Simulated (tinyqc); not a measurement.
Inside a calculation. Model: Keating valence-force model of a tetrahedral crystal. Computed by tinyqc, a small Python program that keeps every step. Command: `OMP_NUM_THREADS=1 python tinyqc.py 3012803 3012804 out.jsonl keating walk`. One thread of a shared host (Intel(R) Xeon(R) Processor @ 2.30GHz), about 0.02 s of CPU time with the checks. Intermediate numbers are printed to about 7 digits and carried at full precision; extremes and crossings named in words are read from the listed rows.

Atom A sits at 0 and atom B at a/4 (1,1,1) of an fcc lattice; the four bonds from A are t = a/4 (1,1,1), a/4 (1,-1,-1), a/4 (-1,1,-1), a/4 (-1,-1,1), of length d = sqrt(3) a/4. Energy: E = (3 alpha/(8 d^2)) sum over bonds (r.r - d^2)^2 + (3 beta/(8 d^2)) sum over pairs of bonds at one atom (r_i.r_j + d^2/3)^2, with beta_A for the six pairs at A and beta_B for the six at B. The cell holds two atoms, Omega = a^3/4. 1 N/m = 1 J/m^2.

Inputs (values chosen for the exercise, for a model crystal):
```
quantity               value      unit
lattice constant a     4.455  angstrom
mass M_A                44.2         u
mass M_B                82.8         u
bond stretching alpha     80       N/m
bond bending beta_A     12.1       N/m
bond bending beta_B     10.3       N/m
Born charge Z*          1.46         e
eps_inf                 6.19         -
mesh divisions n           6         -
temperature T            300         K
```

Structure: zinc blende.

wave vector q (2 pi/a): 0.7  0.33  0

Constants: 1 eV/angstrom^2 = 16.02176634 J/m^2; nu for 1 eV/(angstrom^2 u) = 15.6333042 THz; 1 THz = 33.35640952 1/cm; e^2/(4 pi eps_0) = 14.39964548 eV angstrom; u = 1.6605390666e-27 kg; h x 1 THz = 4.135667696 meV; k_B = 8.617333262e-05 eV/K.

## Dynamical matrix at q

With displacements u exp(i q.r), each bracket changes by g.u, where g = (g_A, g_B): bond t, g = (-2 t, 2 t exp(i q.t)); pair (i, j) at A, g = (-(t_i + t_j), t_i exp(i q.t_j) + t_j exp(i q.t_i)); pair at B, g = (-t_i exp(-i q.t_j) - t_j exp(-i q.t_i), t_i + t_j). Then D_mn = sum over the 4 bonds and 12 pairs of (4 k/a^2) conj(g_m) g_n / sqrt(M_m M_n), with k = alpha or beta converted to eV/angstrom^2. Only the short-range forces enter; the Coulomb field of the charges is left out.

D(q) (eV/(angstrom^2 u)):
```
                      A x                   A y                   A z                   B x
A x             0.5499859             0.0101283  0.0000000+0.0198778i            -0.1484228
A y             0.0101283             0.5180799  0.0000000+0.0057771i             0.1253430
A z  0.0000000-0.0198778i  0.0000000-0.0057771i             0.5264744  0.0000000-0.0638654i
B x            -0.1484228             0.1253430  0.0000000+0.0638654i             0.2968426
B y             0.1253430            -0.1484228  0.0000000+0.2197497i             0.0063515
B z  0.0000000+0.0638654i  0.0000000+0.2197497i            -0.1484228  0.0000000+0.0124655i

                      B y                   B z
A x             0.1253430  0.0000000-0.0638654i
A y            -0.1484228  0.0000000-0.2197497i
A z  0.0000000-0.2197497i            -0.1484228
B x             0.0063515  0.0000000-0.0124655i
B y             0.2768341  0.0000000-0.0036228i
B z  0.0000000+0.0036228i             0.2820984
```

## Frequencies at q

Diagonalise the Hermitian matrix D. An eigenvalue lambda of D in eV/(angstrom^2 u) gives nu = 15.6333042 THz x sqrt(lambda). The weight on A is the sum of |e|^2 over the three components of atom A.

frequencies (THz): 4.00464  4.81440  7.44968  11.98245  13.35717  13.49634

weights on atom A: 0.3174639  0.3060183  0.1635642  0.8331604  0.6719254  0.7078678

The top mode has 71 % of its weight on A, the lighter atom.

## Elastic constants and internal strain

beta = (beta_A + beta_B)/2; C11 = (alpha + 3 beta)/a, C12 = (alpha - beta)/a, C44 = 4 alpha beta/(a (alpha + beta)); with the two sublattices clamped C44(0) = (alpha + beta)/a; internal-strain parameter zeta = (alpha - beta)/(alpha + beta); B = (C11 + 2 C12)/3.

C11 = 254.9944 GPa

C12 = 154.4332 GPa

C44 = 88.21155 GPa

clamped C44(0) = 204.7138 GPa

internal-strain parameter zeta = 0.7543860

bulk modulus B = 187.9536 GPa

Letting the sublattices shift lowers C44 by 57 %, which is zeta^2. With zeta near 1 a shear keeps the bond lengths and bends the angles. The model fixes 2 C44 (C11 + C12)/((C11 - C12)(C11 + 3 C12)) = 1.000 whatever alpha and beta are.

## Optical mode at the zone centre

beta = (beta_A + beta_B)/2; mu = M_A M_B/(M_A + M_B); lambda = 4 (alpha + beta)/mu with the springs in eV/angstrom^2; nu = 15.6333042 THz x sqrt(lambda).

reduced mass mu = 28.81701 u

nu_TO at G = 13.89628 THz

the same as a wavenumber = 463.5300 1/cm

## LO-TO splitting

The long-range field adds 4 pi Z*^2 (e^2/(4 pi eps_0))/(eps_inf Omega mu) to lambda for the longitudinal mode at q -> 0; lambda = (nu/15.6333042 THz)^2; eps_0 = eps_inf (nu_LO/nu_TO)^2 (Lyddane-Sachs-Teller; here eps_0 is the static dielectric constant).

nu_LO at G = 14.73142 THz

static dielectric constant = 6.956372

The splitting is 6.0 % of nu_TO, and the lattice adds 0.77 to the dielectric constant.

## Frequencies at the zone boundary

The formulas are those given above.

Frequencies (THz) at points given in 2 pi/a:
```
point                  nu 1      nu 2      nu 3      nu 4      nu 5      nu 6
X (1, 0, 0)        4.605491  4.605491  8.724902  11.83716  13.11091  13.11091
L (0.5, 0.5, 0.5)  3.270074  3.270074  8.131521  12.01402  13.50604  13.50604
W (1, 0.5, 0)      5.027612  5.224080  8.197998  11.22049  13.21864  13.49254
K (0.75, 0.75, 0)  4.260586  5.517074  8.240385  11.39068  13.22702  13.44481
```

At X the two longitudinal modes are split (8.72 and 11.84 THz) because each moves one sublattice alone.

## Lowest frequency at X

Take the lowest frequency at X = (1, 0, 0) 2 pi/a, the transverse acoustic (TA) mode.

TA frequency at X = 4.605491 THz

## Transverse acoustic branch against its sound line

The sound line is nu = v q/(2 pi) with v = sqrt(C44/rho), rho = (M_A + M_B)/Omega; the clamped line uses C44(0).

Frequencies (THz) along G-X; columns: (1) q (2 pi/a); (2) lowest branch; (3) sound line, relaxed C44; (4) sound line, clamped C44(0); (5) third-lowest frequency; (6) highest frequency:
```
(1)        (2)       (3)       (4)       (5)       (6)
0.05  0.341024  0.341272   0.51989  0.579950  13.89209
0.15  1.017096  1.023815   1.55967  1.733041  13.85901
0.30  1.993295  2.047630   3.11934  3.420041  13.75258
0.45  2.884833  3.071445   4.67901  5.013956  13.59354
0.60  3.642729  4.095260   6.23867  6.462177  13.41034
0.75  4.212686  5.119074   7.79834  7.688744  13.24235
0.90  4.541005  6.142889   9.35801  8.533067  13.13339
1.00  4.605491  6.825433  10.39779  8.724902  13.11091
```

At small q the branch follows the relaxed line (0.999 of it, against 0.656 of the clamped one): in a long shear wave the sublattices shift against each other. At X it reaches 67 % of the relaxed line. Real tetrahedral semiconductors have flatter TA branches than a Keating model fitted to their elastic constants, which needs longer-ranged terms to mend.

## Thermal sums on a mesh

Mesh: q = sum_i (m_i + 1/2)/n b_i, m_i = 0..n-1, with b = [[-1, 1, 1], [1, -1, 1], [1, 1, -1]] in 2 pi/a; sums over the six modes are averaged over the n^3 points and halved, per atom. With x = h nu/(k_B T) and n = 1/(exp(x) - 1) for each mode: F = k_B T [x/2 + ln(1 - exp(-x))], U = k_B T x (n + 1/2), S/k_B = x n - ln(1 - exp(-x)), C/k_B = x^2 n (n + 1). The acoustic share counts the three lowest modes at each q; zero-point energy = sum h nu/2.

free energy F = 24.65977 meV/atom

entropy S = 2.644415 k_B/atom

heat capacity C = 2.470601 k_B/atom

acoustic share of C = 0.5724528

zero-point energy = 55.89443 meV/atom

C is 82 % of the classical value; the optical modes are partly excited.

Checks made by the program: slopes of the acoustic branches along [110] against C11, C12 and the relaxed C44 (relative difference 1e-06); zone-centre optical mode against D(q = 0) (relative difference below 1e-10); longitudinal modes at X against the diagonal of D (relative difference below 1e-10).
